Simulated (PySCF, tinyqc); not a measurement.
Inside a calculation. Method: CID on RHF in the sto-3g basis, for H4, spin multiplicity 1. The lowest restricted solution is unstable here: a spin-polarised one lies 0.0034 hartree lower (PySCF). Computed by tinyqc, a small Python program that keeps every step (integrals from PySCF). Settings: charge = 0, multiplicity = 1, basis = sto-3g, method = RHF, energy threshold = 1e-10, iteration cap = 86, orthogonalisation = canonical, start = Wolfsberg-Helmholz matrix, DIIS depth = 6, ci = CID, davidson = 1. Command: `OMP_NUM_THREADS=1 python tinyqc.py 28543 28544 out.jsonl` (the two numbers bound the seeds that draw the settings). One thread of a shared host (Intel(R) Xeon(R) Processor @ 2.60GHz), about 0.07 s of CPU time with the checks. The early iterations of the SCF are left out here.

## One-electron integrals

Geometry (angstrom):
```
atom         x         y         z
H     0.000000  0.000000  0.000000
H     0.000000  0.000000  1.197000
H     0.000000  0.000000  3.053000
H     0.000000  0.000000  4.250000
```

Basis sto-3g: exponents (1/bohr^2) and contraction coefficients of normalised primitives:
```
element  l (shell)  exponent  coefficient
H            s (1)  3.425251     0.154329
H            s (1)  0.623914     0.535328
H            s (1)  0.168855     0.444635
```

Overlap, kinetic and nuclear-attraction integrals over the contracted functions; the nuclear repulsion is the sum of Za Zb / Rab.

nuclear repulsion = 1.64046224 hartree

overlap S:
```
          1H 1s     2H 1s     3H 1s     4H 1s
1H 1s  1.000000  0.388543  0.016318  0.000921
2H 1s  0.388543  1.000000  0.150311  0.016318
3H 1s  0.016318  0.150311  1.000000  0.388543
4H 1s  0.000921  0.016318  0.388543  1.000000
```

kinetic energy T (hartree):
```
           1H 1s      2H 1s      3H 1s      4H 1s
1H 1s   0.760032   0.053502  -0.006191  -0.000697
2H 1s   0.053502   0.760032  -0.007631  -0.006191
3H 1s  -0.006191  -0.007631   0.760032   0.053502
4H 1s  -0.000697  -0.006191   0.053502   0.760032
```

nuclear attraction V (hartree):
```
           1H 1s      2H 1s      3H 1s      4H 1s
1H 1s  -1.960304  -0.709931  -0.025861  -0.001382
2H 1s  -0.709931  -2.120685  -0.250209  -0.025861
3H 1s  -0.025861  -0.250209  -2.120685  -0.709931
4H 1s  -0.001382  -0.025861  -0.709931  -1.960304
```

core Hamiltonian H = T + V (hartree):
```
           1H 1s      2H 1s      3H 1s      4H 1s
1H 1s  -1.200272  -0.656429  -0.032051  -0.002079
2H 1s  -0.656429  -1.360653  -0.257841  -0.032051
3H 1s  -0.032051  -0.257841  -1.360653  -0.656429
4H 1s  -0.002079  -0.032051  -0.656429  -1.200272
```

## Two-electron integrals

Functions are numbered as in S; the eight-fold symmetry (ij|kl) = (ji|kl) = (kl|ij) leaves the list below.

Two-electron integrals (ij|kl) in chemists' order, unique and non-zero (hartree):
```
(11|11) 0.774606   (21|11) 0.227853   (21|21) 0.092028   (22|11) 0.418702
(22|21) 0.227853   (22|22) 0.774606   (31|11) 0.005761   (31|21) 0.002797
(31|22) 0.008697   (31|31) 0.000123   (32|11) 0.038557   (32|21) 0.020524
(32|22) 0.073123   (32|31) 0.001132   (32|32) 0.011939   (33|11) 0.173323
(33|21) 0.084670   (33|22) 0.283484   (33|31) 0.005761   (33|32) 0.073123
(33|33) 0.774606   (41|11) 0.000234   (41|21) 0.000120   (41|22) 0.000409
(41|31) 0.000006   (41|32) 0.000067   (41|33) 0.000409   (41|41) 3.84e-07
(42|11) 0.003273   (42|21) 0.001664   (42|22) 0.005761   (42|31) 0.000100
(42|32) 0.001132   (42|33) 0.008697   (42|41) 0.000006   (42|42) 0.000123
(43|11) 0.056606   (43|21) 0.026571   (43|22) 0.084670   (43|31) 0.001664
(43|32) 0.020524   (43|33) 0.227853   (43|41) 0.000120   (43|42) 0.002797
(43|43) 0.092028   (44|11) 0.124512   (44|21) 0.056606   (44|22) 0.173323
(44|31) 0.003273   (44|32) 0.038557   (44|33) 0.418702   (44|41) 0.000234
(44|42) 0.005761   (44|43) 0.227853   (44|44) 0.774606
```

## Orthogonalisation

S = U s U^T; canonical form X = U s^(-1/2), so that X^T S X = 1. Each column of U has its largest component positive (the first on a tie).

eigenvalues of S: 0.544739  0.663922  1.304029  1.487310

X:
```
               1          2          3         4
1H 1s  -0.607157   0.666985   0.478992  0.370934
2H 1s   0.741101  -0.555186   0.392421  0.445629
3H 1s  -0.741101  -0.555186  -0.392421  0.445629
4H 1s   0.607157   0.666985  -0.478992  0.370934
```

## Iteration 8 (converged): orbitals

converged F (hartree):
```
           1H 1s      2H 1s      3H 1s      4H 1s
1H 1s  -0.192457  -0.402346  -0.028832   0.005682
2H 1s  -0.402346  -0.202741  -0.112414  -0.028832
3H 1s  -0.028832  -0.112414  -0.202741  -0.402346
4H 1s   0.005682  -0.028832  -0.402346  -0.192457
```

Diagonalise F' = X^T F X, C = X C', fill 2 alpha and 2 beta electrons from the bottom; D = 2 C_occ C_occ^T. Each column has its largest component positive (the first on a tie).

F' = X^T F X (hartree):
```
           1          2          3          4
1   0.426969   0.000000  -0.024485   0.000000
2   0.000000   0.278202   0.000000  -0.015201
3  -0.024485   0.000000  -0.399571   0.000000
4   0.000000  -0.015201   0.000000  -0.461661
```

orbital energies (hartree): MO1 -0.461973, MO2 -0.400296, MO3 0.278514, MO4 0.427693

coefficients C:
```
            MO1        MO2        MO3        MO4
1H 1s  0.384550   0.460820   0.659228  -0.621062
2H 1s  0.434136   0.414174  -0.564219   0.729167
3H 1s  0.434136  -0.414174  -0.564219  -0.729167
4H 1s  0.384550  -0.460820   0.659228   0.621062
```

D after iteration 8:
```
           1H 1s      2H 1s      3H 1s      4H 1s
1H 1s   0.720467   0.715613  -0.047825  -0.128952
2H 1s   0.715613   0.720028   0.033868  -0.047825
3H 1s  -0.047825   0.033868   0.720028   0.715613
4H 1s  -0.128952  -0.047825   0.715613   0.720467
```

## Convergence

Stop when the energy changes by less than 1e-10 hartree and every element of the error matrix X^T (F D S - S D F) X is below 3e-06.

Course of the cycle:
```
iteration  E (hartree)     change  largest element of the error matrix
1          -1.98146426          -                             1.84e-01
2          -2.01054117  -2.91e-02                             3.11e-02
3          -2.01114384  -6.03e-04                             3.95e-03
4          -2.01116963  -2.58e-05                             4.95e-05
5          -2.01116963  -3.64e-09                             1.63e-05
6          -2.01116963  -2.85e-10                             9.77e-06
7          -2.01116963  -7.82e-11                             6.97e-06
8          -2.01116963  -8.08e-11                             6.37e-09
```

PySCF RHF in the same basis = -2.01116963 hartree

Converged in 8 iterations.

## Integrals over molecular orbitals

(pq|rs) = sum C_ip C_jq C_kr C_ls (ij|kl), one index at a time.

one-electron integrals over orbitals h = C^T H C (hartree):
```
           1          2          3          4
1  -1.425452   0.000000   0.087966   0.000000
2   0.000000  -1.363911   0.000000  -0.078649
3   0.087966   0.000000  -1.051194   0.000000
4   0.000000  -0.078649   0.000000  -0.966009
```

Two-electron integrals over orbitals (pq|rs), unique and non-zero (hartree):
```
(11|11) 0.391429    (21|21) 0.201611    (22|11) 0.386831    (22|22) 0.391564
(31|11) -0.033197   (31|22) -0.002805   (31|31) 0.110908    (32|21) 0.049159
(32|32) 0.104772    (33|11) 0.385526    (33|22) 0.387168    (33|31) -0.005550
(33|33) 0.400135    (41|21) 0.010748    (41|32) -0.092326   (41|41) 0.097840
(42|11) 0.039415    (42|22) 0.010566    (42|31) -0.111304   (42|33) 0.008085
(42|42) 0.114584    (43|21) -0.199753   (43|32) -0.051400   (43|41) -0.009095
(43|43) 0.211709    (44|11) 0.403884    (44|22) 0.399180    (44|31) -0.036242
(44|33) 0.409485    (44|42) 0.042128    (44|44) 0.431759
```

## CID: determinants and Hamiltonian

Hartree-Fock energy = -2.01116963 hartree

Slater-Condon rules over spin orbitals, with the nuclear repulsion added and E(HF) subtracted on the diagonal. Only determinants linked to the reference directly or through others are kept (one block of an abelian symmetry group), so some states are absent.

Occupation strings over the orbitals (2 doubly, a alpha, b beta, 0 empty; spin orbitals ordered 1a 1b 2a 2b ...): 2200 aabb 2020 abab 2002 abba baab 0220 baba 0202 bbaa

H - E(HF) between determinants (hartree):
```
           2200       aabb       2020       abab       2002       abba       baab       0220
2200   0.000000   0.018978   0.104772   0.092326   0.114584  -0.111304  -0.111304   0.110908
aabb   0.018978   0.803818  -0.092326  -0.104772   0.111304  -0.114584  -0.110908   0.111304
2020   0.104772  -0.092326   0.810189  -0.107427   0.211709   0.199753   0.199753   0.201611
abab   0.092326  -0.104772  -0.107427   0.991646  -0.199753  -0.211709  -0.201611  -0.199753
2002   0.114584   0.111304   0.211709  -0.199753   1.111751   0.088449   0.088449   0.000000
abba  -0.111304  -0.114584   0.199753  -0.211709   0.088449   1.014526   0.000000   0.088449
baab  -0.111304  -0.110908   0.199753  -0.201611   0.088449   0.000000   1.014526   0.088449
0220   0.110908   0.111304   0.201611  -0.199753   0.000000   0.088449   0.088449   0.952250
baba   0.092326  -0.097840  -0.107427   0.000000  -0.199753  -0.201611  -0.211709  -0.199753
0202   0.097840  -0.092326   0.000000  -0.107427   0.201611   0.199753   0.199753   0.211709
bbaa   0.018978   0.000000  -0.092326  -0.097840   0.111304  -0.110908  -0.114584   0.111304

           baba       0202       bbaa
2200   0.092326   0.097840   0.018978
aabb  -0.097840  -0.092326   0.000000
2020  -0.107427   0.000000  -0.092326
abab   0.000000  -0.107427  -0.097840
2002  -0.199753   0.201611   0.111304
abba  -0.201611   0.199753  -0.110908
baab  -0.211709   0.199753  -0.114584
0220  -0.199753   0.211709   0.111304
baba   0.991646  -0.107427  -0.104772
0202  -0.107427   1.182665  -0.092326
bbaa  -0.104772  -0.092326   0.803818
```

## CID: roots

Diagonalise (each vector has its largest component positive (the first on a tie)); all determinants have Ms = 0, so triplets appear too. The lowest singlet root is the correlation energy. The Davidson correction is (1 - c0^2) E_corr, c0 the coefficient of the reference.

lowest roots of this matrix, relative to E(HF) (hartree): -0.096253  0.374798  0.375714  0.803485  0.845376  0.988156  1.018350  1.033424

lowest vectors:
```
         root 1     root 2    root 3     root 4
2200   0.950682   0.034012  0.000000   0.000000
aabb  -0.012473   0.270618  0.408248   0.706470
2020  -0.139046   0.569850  0.000000   0.000000
abab  -0.101011  -0.130004  0.408248   0.026756
2002  -0.097962  -0.371893  0.000000   0.000000
abba   0.113484  -0.140614  0.408248   0.013588
baab   0.113484  -0.140614  0.408248  -0.013588
0220  -0.109971  -0.469831  0.000000   0.000000
baba  -0.101011  -0.130004  0.408248  -0.026756
0202  -0.093302   0.308630  0.000000   0.000000
bbaa  -0.012473   0.270618  0.408248  -0.706470
```

<S^2> of these roots: 0.000000  0.000000  6.000000  2.000000  0.000000  2.000000  2.000000  0.000000

weight of the ground state by excitation level 0, 1, 2, ...: 0.903796  0.000000  0.096204

Davidson correction = -0.00926000 hartree

## The lowest root by the Davidson method

Start from the reference; add the residual divided by (theta - H_ii), orthogonalised, at each step.

Davidson iterations:
```
iteration  subspace  lowest Ritz value (hartree)  residual norm
1                 1                            0       2.98e-01
2                 2                  -0.09550689       3.15e-02
3                 3                  -0.09622521       5.66e-03
4                 4                  -0.09624490       2.30e-03
5                 5                  -0.09625316       5.13e-04
6                 6                  -0.09625342       3.18e-05
7                 7                  -0.09625342       5.52e-06
8                 8                  -0.09625342       1.13e-16
```
